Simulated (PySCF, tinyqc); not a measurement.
Inside a calculation. Method: CCSD on RHF in the sto-6g basis, for H6, spin multiplicity 1. The lowest restricted solution is unstable here: a spin-polarised one lies 0.0621 hartree lower (PySCF). One step of it, computed by the program tinyqc.

Question. Iteration 8 (converged): orbitals. Diagonalise F' = X^T F X, C = X C', fill 3 alpha and 3 beta electrons from the bottom; D = 2 C_occ C_occ^T. Each column has its largest component positive (the first on a tie).

converged F (hartree), order 1H 1s, 2H 1s, 3H 1s, 4H 1s, 5H 1s, 6H 1s:
$$\begin{pmatrix}
-0.202242 & -0.406166 & -0.143162 & 0.006739 & 0.003003 & -0.015234 \\
-0.406166 & -0.341852 & -0.449330 & -0.139114 & -0.024869 & 0.003003 \\
-0.143162 & -0.449330 & -0.345718 & -0.405553 & -0.139114 & 0.006739 \\
0.006739 & -0.139114 & -0.405553 & -0.345718 & -0.449330 & -0.143162 \\
0.003003 & -0.024869 & -0.139114 & -0.449330 & -0.341852 & -0.406166 \\
-0.015234 & 0.003003 & 0.006739 & -0.143162 & -0.406166 & -0.202242
\end{pmatrix}$$

X, order 1H 1s, 2H 1s, 3H 1s, 4H 1s, 5H 1s, 6H 1s:
$$\begin{pmatrix}
1.079401 & -0.261012 & 0.053353 & -0.009308 & 0.002616 & -0.000465 \\
-0.261012 & 1.237115 & -0.374869 & 0.061339 & -0.015263 & 0.002616 \\
0.053353 & -0.374869 & 1.244813 & -0.294570 & 0.061339 & -0.009308 \\
-0.009308 & 0.061339 & -0.294570 & 1.244813 & -0.374869 & 0.053353 \\
0.002616 & -0.015263 & 0.061339 & -0.374869 & 1.237115 & -0.261012 \\
-0.000465 & 0.002616 & -0.009308 & 0.053353 & -0.261012 & 1.079401
\end{pmatrix}$$

Give: F' = X^T F X; orbital energies; coefficients C; D after iteration 8.

Answer.

F' = X^T F X (hartree):
$$\begin{pmatrix}
-0.0354 & -0.4079 & 0.0614 & 0.0206 & 0.0046 & -0.0185 \\
-0.4079 & 0.0617 & -0.4642 & 0.0710 & -0.0142 & 0.0046 \\
0.0614 & -0.4642 & 0.0632 & -0.4276 & 0.0710 & 0.0206 \\
0.0206 & 0.0710 & -0.4276 & 0.0632 & -0.4642 & 0.0614 \\
0.0046 & -0.0142 & 0.0710 & -0.4642 & 0.0617 & -0.4079 \\
-0.0185 & 0.0046 & 0.0206 & 0.0614 & -0.4079 & -0.0354
\end{pmatrix}$$

orbital energies (hartree): MO1 -0.6469, MO2 -0.5159, MO3 -0.2678, MO4 0.1268, MO5 0.5438, MO6 0.9388

coefficients C, order 1H 1s, 2H 1s, 3H 1s, 4H 1s, 5H 1s, 6H 1s:
$$\begin{pmatrix}
0.1454 & 0.3189 & 0.5199 & 0.6190 & -0.5701 & 0.3673 \\
0.2955 & 0.4280 & 0.2394 & -0.2551 & 0.8273 & -0.8160 \\
0.3763 & 0.1979 & -0.4157 & -0.4749 & -0.4326 & 1.0086 \\
0.3763 & -0.1979 & -0.4157 & 0.4749 & -0.4326 & -1.0086 \\
0.2955 & -0.4280 & 0.2394 & 0.2551 & 0.8273 & 0.8160 \\
0.1454 & -0.3189 & 0.5199 & -0.6190 & -0.5701 & -0.3673
\end{pmatrix}$$

D after iteration 8, order 1H 1s, 2H 1s, 3H 1s, 4H 1s, 5H 1s, 6H 1s:
$$\begin{pmatrix}
0.7863 & 0.6078 & -0.1966 & -0.4491 & 0.0619 & 0.3795 \\
0.6078 & 0.6556 & 0.1928 & -0.1460 & -0.0771 & 0.0619 \\
-0.1966 & 0.1928 & 0.7072 & 0.5505 & -0.1460 & -0.4491 \\
-0.4491 & -0.1460 & 0.5505 & 0.7072 & 0.1928 & -0.1966 \\
0.0619 & -0.0771 & -0.1460 & 0.1928 & 0.6556 & 0.6078 \\
0.3795 & 0.0619 & -0.4491 & -0.1966 & 0.6078 & 0.7863
\end{pmatrix}$$
